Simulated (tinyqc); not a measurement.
Worked calculation: lattice vibrations of a chain. One step of it, computed by the program tinyqc.

Task: Dynamical matrix at q = 0.39. q is in units of 2 pi/a. A spring k from atom i to atom j, n cells on, adds k to Phi_ii and Phi_jj, -k exp(2 pi i q n) to Phi_ij and the conjugate to Phi_ji (for one atom a cell: 2k (1 - cos 2 pi q n)); D_ij = Phi_ij / sqrt(m_i m_j).

A chain moving along its axis:

| atom | mass (u) | spring to the next atom (eV/angstrom^2) |
|---|---|---|
| 1 | 28.300000 | 24.900000 |
| 2 | 97.100000 | 11.800000 |
| 3 | 100.700000 | 4.900000 |
| second neighbours | - | 1.700000 |

Give: D(q).

Result:

D(q) (eV/(angstrom^2 u)):
```
                 1                2                3
1           1.1731  -0.4500+0.0207i   0.0389+0.0585i
2  -0.4500-0.0207i           0.4130  -0.1061+0.0110i
3   0.0389-0.0585i  -0.1061-0.0110i           0.1996
```
